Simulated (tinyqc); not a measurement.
From image to dissolution rate: chemically amplified photoresist: aerial image, acid generation, bake, development and line width. Computed by tinyqc, a small Python program. Command: `OMP_NUM_THREADS=1 python tinyqc.py 3021793 3021794 out.jsonl resist walk`. One thread of a shared host (Intel(R) Xeon(R) Processor @ 2.30GHz), about 0.03 s of CPU time with the checks.

Lines and spaces of pitch p with a two-beam-like image; x = 0 is the middle of the bright space. The resist is positive and treated as uniform in depth.

Inputs (values chosen for the exercise, for a model resist at 193 nm): pitch p = 130 nm; image contrast c = 0.5; mean dose E = 15.5 mJ/cm^2; Dill parameter C = 0.015 cm^2/mJ; quencher load q, relative to the acid generator = 0.14; acid diffusivity D = 1.3 nm^2/s; bake time t = 45 s; amplification rate k_amp = 0.029 1/s; threshold protection m_th = 0.48; development selectivity n = 3; largest rate r_max = 1500 nm/s; smallest rate r_min = 0.042 nm/s.

Method:
- Dose E(x) = E [1 + c cos(2 pi x/p)]; acid h = 1 - exp(-C E(x)).
- Bake: the acid image is blurred by a Gaussian of variance sigma^2 = 2 D t (each Fourier term k of h, taken on 64 points, is multiplied by exp(-4 pi^2 k^2 D t/p^2)).
- The quencher then removes q, h_eff = max(h_blurred - q, 0); protection m = exp(-k_amp t h_eff).
- Mack rate r = r_max (a + 1)(1 - m)^n/(a + (1 - m)^n) + r_min, a = ((n + 1)/(n - 1))(1 - m_th)^n.

Across half a pitch:
```
x/p   x (nm)  dose (mJ/cm^2)  blurred acid  protection m  rate (nm/s)
0.00     0.0          23.250       0.28374        0.8290   3.3635e+01
0.05     6.5          22.871       0.28009        0.8329   3.1394e+01
0.10    13.0          21.770       0.26941        0.8446   2.5347e+01
0.15    19.5          20.055       0.25255        0.8634   1.7306e+01
0.20    26.0          17.895       0.23089        0.8882   9.5566e+00
0.25    32.5          15.500       0.20632        0.9171   3.9291e+00
0.30    39.0          13.105       0.18116        0.9477   1.0191e+00
0.35    45.5          10.945       0.15795        0.9769   1.2677e-01
0.40    52.0           9.230       0.13917        1.0000   4.2000e-02
0.45    58.5           8.129       0.12694        1.0000   4.2000e-02
0.50    65.0           7.750       0.12270        1.0000   4.2000e-02
```

What follows from these numbers?

The dose varies by a factor 3.00 across the pattern and the rate by 801.

Extremes, crossings and ranges named in words are read from the listed rows.
